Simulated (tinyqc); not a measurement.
From shift of the observed line back to stress sigma (tension positive): Raman shift of the zone-centre optical phonon of a diamond-structure crystal under stress. Computed by tinyqc, a small Python program. Command: `OMP_NUM_THREADS=1 python tinyqc.py 3001316 3001317 out.jsonl ramanstress inv`. One thread of a shared host (Intel(R) Xeon(R) Processor @ 2.30GHz), about 0.02 s of CPU time with the checks.

Axes x, y, z are the cube axes. Strain shifts the threefold optical mode and can split it; p, q and r are the phonon deformation potentials.

Inputs (values chosen for the exercise, for a model crystal):
```
quantity                      value    unit
unstrained frequency omega_0    259    1/cm
p/omega_0^2                   -2.11       -
q/omega_0^2                   -2.43       -
r/omega_0^2                   -1.58       -
C11                             200     GPa
C12                            44.3     GPa
C44                            75.8     GPa
polarisation angle phi           10  degree
```

Stress state: biaxial. Axis: [001].

Method:
- S11 = (C11 + C12)/D, S12 = -C12/D, D = (C11 - C12)(C11 + 2 C12), S44 = 1/C44.
- Equal biaxial stress in the plane normal to the axis (unit vector n): sigma_ij = sigma (delta_ij - n_i n_j).
- eps_xx = S11 sigma_xx + S12 (sigma_yy + sigma_zz), and cyclic; eps_xy = S44 sigma_xy/2 (tensor strain).
- Secular matrix: M_xx = p eps_xx + q (eps_yy + eps_zz), M_xy = 2 r eps_xy; its eigenvalues are omega^2 - omega_0^2, and the shifts are these over 2 omega_0.
- Backscattering from a (001) surface: incident polarisation (cos phi, sin phi, 0). With Raman tensors (R_z)_xy = (R_z)_yx = 1 and cyclic, only the z component u_z of a mode counts: I = u_z^2 sin^2(2 phi) for parallel and u_z^2 cos^2(2 phi) for crossed polarisers. An unresolved line sits at the intensity-weighted shift, which is M_zz/(2 omega_0).

Question. A run gave the result below. Find the stress sigma (tension positive), known to lie between -0.82 and -0.6 GPa.

shift of the observed line = 1.478077 1/cm

Answer.

Each step takes the trial c = (a f_b - b f_a)/(f_b - f_a), f being the result less the target; c replaces end b, the old b replaces a if the sign of f changed, and otherwise f_a is halved.

Scan of the range:
```
stress sigma (tension positive) (GPa)  shift of the observed line (1/cm)
-0.820                                                           1.85523
-0.783                                                           1.77152
-0.747                                                           1.69007
-0.710                                                           1.60636
-0.673                                                           1.52265
-0.637                                                           1.44120
-0.600                                                           1.35749
```

False position (Illinois rule) inside the bracket:
```
step   end a   end b      trial  shift of the observed line (1/cm)
1     -0.673  -0.637  -0.653300                           1.478077
```

Shift of the observed line falls at every point of a 13-point scan of the range (every second point is shown), so one value fits; it is bracketed by -0.673 and -0.637. The scan shows a straight line, so linear interpolation between any two rows gives the answer at once. Answer: stress sigma (tension positive) = -0.6533 GPa.
